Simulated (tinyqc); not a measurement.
Worked calculation: Luttinger-Kohn k.p, four valence bands. One step of it, computed by the program tinyqc.

Task: Levels at k. Diagonalise the Hermitian matrix.

H(k) at k (eV):
```
,3/2,1/2,-1/2,-3/2
3/2,0.045719,0.015774+0.002958i,-0.021124-0.009465i,0.000000
1/2,0.015774-0.002958i,0.024486,0.000000,-0.021124-0.009465i
-1/2,-0.021124+0.009465i,0.000000,0.024486,-0.015774-0.002958i
-3/2,0.000000,-0.021124+0.009465i,-0.015774+0.002958i,0.045719
```

Give: eigenvalues.

Result:

eigenvalues (eV): 0.005  0.005  0.065  0.065
